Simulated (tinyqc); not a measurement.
## Hall measurement with a parallel conducting layer

Two layers in parallel, unit Hall factors, low field: 1/Rs = q (ns mu + n2 m2); apparent mobility (ns mu^2 + sg n2 m2^2)/(ns mu + n2 m2); apparent density (ns mu + n2 m2)^2/(ns mu^2 + sg n2 m2^2); a negative value means the sign of the second layer.

Values chosen for this exercise: sheet density of the layer ns = 9.4e13 cm^-2; drift mobility mu = 20 cm^2/(V s); mobility of the parallel layer m2 = 160 cm^2/(V s); sign of its carriers relative to the first layer sg = 1.

Constants: q = 1.602176634e-19 C. Results are converted to the units shown.

Result of one run:
```
Rs (ohm/square)  apparent density (cm^-2)  apparent mobility (cm^2/(V s))  share of the conductance in layer 2 (%)
3237                             8.209e13                           23.49                                    2.490
```

Which sheet density of a parallel layer n2 gave this result: 3e11, 1e12, 5e12 or 9e13 cm^-2?

n2 = 3e11 cm^-2.

The whole series:
columns A: n2 (cm^-2); B: Rs (ohm/square); C: apparent density (cm^-2); D: apparent mobility (cm^2/(V s)); E: share of the conductance in layer 2 (%)
```
A         B         C      D      E
3e11   3237  8.209e13  23.49  2.490
1e12   3060  6.585e13  30.98  7.843
5e12   2329  4.337e13  61.79  29.85
2e13   1229  4.695e13  108.2  62.99
9e13  383.4  1.132e14  143.8  88.45
4e14  94.74  4.223e14  156.0  97.15
2e15  19.39  2.022e15  159.2  99.42
7e15  5.563  7.022e15  159.8  99.83
3e16  1.300  3.002e16  159.9  99.96
```

The apparent mobility rises from 23.5 to 160 cm^2/(V s), between mu = 20 and sg m2 = 160. The apparent density never exceeds ns + n2; among the rows it falls to 0.412 of that sum, at n2 = 2e13.

tinyqc, about 0.01 s, one thread, Intel Xeon 2.30GHz (shared host): `OMP_NUM_THREADS=1 python tinyqc.py 2850227 2850228 out.jsonl`
